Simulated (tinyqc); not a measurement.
# Double-gate transistor, scale length and short-channel effects, step by step

tinyqc, about 0.01 s, one thread, Intel Xeon 2.30GHz (shared host): `OMP_NUM_THREADS=1 python tinyqc.py 2420160 2420161 out.jsonl` Printed values are rounded.

A body of thickness ts between two insulators of thickness ti and two tied gates. Below threshold the potential that source and drain add obeys Laplace's equation and vanishes on the gate. Its lowest mode decays along the channel as exp(-k y); k is the smallest positive root of the matching condition at the interface, and the scale length is Lambda = pi/k.

Parameters, values chosen for the exercise; permittivities: semiconductor close to that of germanium, insulator close to that of silicon nitride:
```
symbol,value,unit,meaning
T,400,K,temperature
eps_r,16.2,,relative permittivity of the semiconductor
ei,7.4,,relative permittivity of the insulator
ti,1.6,nm,insulator thickness
ts,8.2,nm,body thickness
L,46,nm,channel length
Vbi,0.88,V,potential of the source
sT,0.56,V,potential of the barrier top at threshold
VTL,0.37,V,long-channel threshold
m,1,,long-channel body factor
Vds,0.5,V,drain voltage
```

Constants: q = 1.602176634e-19 C, kB = 1.380649e-23 J/K, Vt = kB T/q. Results are converted to the units shown.

## Scan of the matching condition

k, point 0 to 7 (1/nm): 0.04125  0.0825  0.12375  0.165  0.20625  0.2475  0.28875  0.33

f(k) = ei cos(k ti) cos(k ts/2) - eps_r sin(k ti) sin(k ts/2).

f(k), point 0 to 7: 7.098701  6.212424  4.793042  2.923799  0.714670  -1.703764  -4.187596  -6.587631

The first change of sign lies between k = 0.20625 and 0.2475 1/nm.

## Iteration 1: decay constant by Newton steps

k at the start = 0.2475 1/nm

f(k) = ei cos(k ti) cos(k ts/2) - eps_r sin(k ti) sin(k ts/2); f' by a central difference with +/- 1e-5 1/nm; k(new) = k - f/f'.

f = -1.703764
f' = -60.02022 nm
k after iteration 1 = 0.2191135 1/nm

## Iteration 2: decay constant by Newton steps

As before.

f = -0.02360214
f' = -58.07758 nm
k after iteration 2 = 0.2187071 1/nm

## Course of the iteration: decay constant by Newton steps

Stop when k changes by less than 1e-10 1/nm, or after 30 iterations.

Course of the iteration:
```
iteration   k (1/nm)  |change| (1/nm)
1          0.2191135           0.0284
2          0.2187071          4.06e-4
3          0.2187070          1.40e-7
4          0.2187070         1.65e-14
```

Converged in 4 iterations. The change falls from 0.028 in the first iteration to below the tolerance in the last.

## Scale length against simple estimates

k = 0.2187070 1/nm

Lambda = pi/k and l = 1/k. A parabolic potential across the structure gives l(parabolic) = sqrt((eps_r/(2 ei)) ts ti (1 + ei ts/(4 eps_r ti))).

Lambda = 14.36439 nm
l = 4.572328 nm
l(parabolic) = 4.771381 nm

The parabolic estimate is 4.4 % above l.

## Threshold shift, barrier position and swing

Along the channel psi(y) = s + a exp(y/l) + b exp(-y/l) with psi(0) = Vbi, psi(L) = Vbi + Vds and l = 1/k = Lambda/pi; with A = Vbi - s, B = A + Vds, x = exp(-L/l): a = (B - A x) x/(1 - x^2), b = (A - B x)/(1 - x^2). The minimum is s + 2 sqrt(a b), at y = (l/2) ln(b/a). The long-channel potential follows the gate as s = sT + (Vg - VTL)/m, and the threshold VT is the gate voltage at which the minimum equals sT. Swing = m Vt ln 10/g at threshold, g = d(minimum)/ds = 1 - (b x + a)/((1 + x) sqrt(a b)).

s at threshold = 0.5532044 V
a = 3.533150e-5 V
b = 0.3267602 V
position of the minimum = 20.87772 nm
VT = 0.3632044 V
swing = 80.53696 mV/decade

The threshold lies 6.80 mV below the long-channel value, and the barrier top sits at 0.45 L from the source.
